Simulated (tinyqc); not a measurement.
# MOS structure on a p-type body with a surface-enhanced doping, non-linear Poisson equation by Newton steps: two studies

One dimension, insulator interface at x = 0, acceptor density Na + N0 exp(-x/Ls), net doping C = -(acceptor density). psi is counted from the intrinsic level: n = ni exp((psi - Vb)/Vt), p = ni exp(-psi/Vt); deep in the body psi_b = -Vt ln(Na/ni). The gate acts through Cox = eps0 eox/tox and has the potential psi_G = Vg - (phiM - chi - Vt ln(Nc/ni)). Boltzmann statistics, full ionisation, classical densities, no oxide or interface charge.

Values chosen for this exercise; band and dielectric values those of a made-up semiconductor:

| symbol | value | unit | meaning |
|---|---|---|---|
| T | 400 | K | temperature |
| Eg | 1.01 | eV | band gap |
| eps_r | 11.9 |  | relative permittivity |
| Nc | 3.28e19 | cm^-3 | conduction-band density of states at T |
| Nv | 3.9e19 | cm^-3 | valence-band density of states at T |
| chi | 4.89 | eV | electron affinity |
| Na | 7.7e16 | cm^-3 | acceptor density deep in the body |
| eox | 3.9 |  | relative permittivity of the gate insulator (close to silicon dioxide) |
| tox | 11 | nm | insulator thickness |
| phiM | 5 | eV | gate work function |
| Vb | 0 | V | electron quasi-Fermi potential against the body |
| N0 | 4.1e17 | cm^-3 | extra acceptor density at the surface |
| Ls | 33 | nm | decay length |

Constants: q = 1.602176634e-19 C, kB = 1.380649e-23 J/K, Vt = kB T/q, eps0 = 8.8541878128e-14 F/cm where lengths are in cm. Results are converted to the units shown.

Each table varies one quantity; the others keep the values above.

## Charge and capacitance against gate voltage

ni = sqrt(Nc Nv) exp(-Eg/(2 Vt)), Eg in volts. The Poisson equation d/dx(eps0 eps_r dpsi/dx) = -q (p - n + C), with eps0 eps_r dpsi/dx = -Cox (psi_G - psi_0) at x = 0, is solved on a mesh of about 600 nodes or more. N_inv is the integral of n less its value deep in the body. C_LF = Cox (1 - dpsi_0/dVg) with all carriers following; C_HF is the same with the electron quasi-Fermi level shifting uniformly so that N_inv stays fixed. The centroid is that of the same excess.

Results:

| Vg (V) | psi_0 - psi_b (V) | N_inv (cm^-2) | C_LF/Cox | C_HF/Cox | centroid (nm) |
|---|---|---|---|---|---|
| 0.81 | 0.636 | 4.59e10 | 0.536 | 0.341 | 1.51 |
| 0.98 | 0.692 | 2.17e11 | 0.772 | 0.328 | 1.41 |
| 1.15 | 0.722 | 4.69e11 | 0.866 | 0.323 | 1.34 |
| 1.32 | 0.741 | 7.51e11 | 0.906 | 0.321 | 1.28 |
| 1.67 | 0.767 | 1.37e12 | 0.941 | 0.318 | 1.17 |

Estimate the missing row, Vg = 1.5 V.

Computed row:

| Vg (V) | psi_0 - psi_b (V) | N_inv (cm^-2) | C_LF/Cox | C_HF/Cox | centroid (nm) |
|---|---|---|---|---|---|
| 1.5 | 0.756 | 1.07e12 | 0.928 | 0.319 | 1.22 |

With this row back in the table: N_inv goes from 4.59e10 to 1.37e12 cm^-2 and passes 2e11 cm^-2 at Vg = 0.967 V. C_LF/Cox is lowest, 0.536, at Vg = 0.81 V among the rows listed and ends at 0.941, while C_HF/Cox ends at 0.318. Between the last two rows q dN_inv/dVg is 0.917 Cox. Where the classical centroid is under about 2 nm, confinement would move the charge away from the interface and raise the threshold.

## Effect of the electron quasi-Fermi potential against the body on threshold, swing and body effect

VT is the Vg at which N_inv = 2e11 cm^-2. m = 1/(dpsi_0/dVg) at N_inv = 1e8 cm^-2; the swing is the Vg between N_inv = 1e8 and 1e9 cm^-2; body coefficient [VT(Vb + 0.05 V) - VT(Vb)]/0.05 V - 1.

Result of one run:

| Vb (V) | VT (V) | psi_0 - psi_b at VT (V) | m - 1 | swing (mV/decade) | body coefficient |
|---|---|---|---|---|---|
| 1.8 | 3.30 | 2.51 | 0.207 | 96.5 | 0.195 |

What becomes of these results when the electron quasi-Fermi potential against the body Vb is changed from 1.8 to 0.6 V, all else the same?

Result of the changed run:

| Vb (V) | VT (V) | psi_0 - psi_b at VT (V) | m - 1 | swing (mV/decade) | body coefficient |
|---|---|---|---|---|---|
| 0.6 | 1.81 | 1.30 | 0.363 | 109 | 0.313 |

The whole series:

| Vb (V) | VT (V) | psi_0 - psi_b at VT (V) | m - 1 | swing (mV/decade) | body coefficient |
|---|---|---|---|---|---|
| 0 | 0.967 | 0.689 | 0.688 | 136 | 0.506 |
| 0.3 | 1.40 | 0.994 | 0.470 | 118 | 0.384 |
| 0.6 | 1.81 | 1.30 | 0.363 | 109 | 0.313 |
| 0.9 | 2.20 | 1.60 | 0.300 | 104 | 0.268 |
| 1.2 | 2.57 | 1.90 | 0.258 | 101 | 0.236 |
| 1.5 | 2.94 | 2.20 | 0.229 | 98.2 | 0.213 |
| 1.8 | 3.30 | 2.51 | 0.207 | 96.5 | 0.195 |

As Vb goes from 0 to 1.8, VT rises from 0.967 to 3.30 V, the swing falls from 136 to 96.5 mV/decade and the body coefficient falls from 0.506 to 0.195. The swing stays within 1.4 % of m Vt ln 10, and the body coefficient within 0.18 of m - 1.

Computed by the program tinyqc: `OMP_NUM_THREADS=1 python tinyqc.py 2080116 2080117 out.jsonl`, one thread of a shared Intel Xeon 2.30GHz, about 0.7 s for the whole run.
